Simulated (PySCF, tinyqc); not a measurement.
A ladder of methods, and size consistency: correlation methods against full CI in the sto-3g basis, for H6, spin multiplicity 1. Computed by the program tinyqc with PySCF. All electrons correlated; +Q is the Davidson correction (1 - c0^2) E_corr. The last columns treat two copies 100 angstrom apart as one system. FCI is the lowest singlet.

Geometry (angstrom):
```
atom       x       y       z
H     0.0000  0.0000  0.0000
H     0.0000  0.0000  1.0010
H     0.0000  0.0000  1.9760
H     0.0000  0.0000  2.9770
H     0.0000  0.0000  3.9520
H     0.0000  0.0000  4.9530
```

RHF energy of one = -3.129360 hartree

Correlation energies (hartree):
```
method   E_corr of one  share of FCI (%)  E_corr of two at 100 angstrom  two minus twice one (mhartree)
MP2           -0.06303            62.237                       -0.12606                           0.000
CISD          -0.09657            95.353                       -0.17850                          14.635
CISD+Q        -0.10527           103.945                       -0.20332                           7.220
CCSD          -0.10088            99.608                       -0.20176                           0.000
CCSD(T)       -0.10133           100.050                       -0.20266                           0.000
FCI           -0.10128           100.000                              -                               -
```

What does the comparison show, and why?

MP2 recovers 62 %, CISD 95.4 % and CCSD 99.6 % of the FCI value (c0^2 = 0.910 in CISD). MP2 and coupled cluster are size consistent, so their last column vanishes; CISD loses 14.64 mhartree, since a double excitation on each copy is a quadruple of the pair, and the Davidson correction leaves +7.22. The restricted reference is unstable here: a spin-polarised solution lies 0.0028 hartree lower (PySCF), so results built on it describe a poor reference.
